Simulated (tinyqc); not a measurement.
Domain walls in a thin film with perpendicular anisotropy: Bloch, Neel and chiral walls, motion and stripe domains: one step, computed by the program tinyqc.

One-dimensional wall: polar angle theta(x), azimuth phi of the moment in the wall (phi = 0 Neel, 90 degrees Bloch). mu_0 = 1.25663706212e-6 T m/A, gamma = 1.76085963023e11 rad/(s T).

Question. Width and energy of the Bloch wall. K_eff = K_u - mu_0 M_s^2/2; Delta = sqrt(A/K_eff); sigma_0 = 4 sqrt(A K_eff); profile theta = 2 arctan exp(x/Delta); quality factor Q = 2 K_u/(mu_0 M_s^2).

Inputs (values chosen for the exercise, for a model film): saturation magnetisation M_s = 1190 kA/m; exchange stiffness A = 21 pJ/m; uniaxial anisotropy K_u = 1630 kJ/m^3.

Give: K_eff; width parameter Delta; sigma_0; quality factor Q.

Answer.

K_eff = 740.2 kJ/m^3

width parameter Delta = 5.326 nm

sigma_0 = 15.77 mJ/m^2

quality factor Q = 1.832
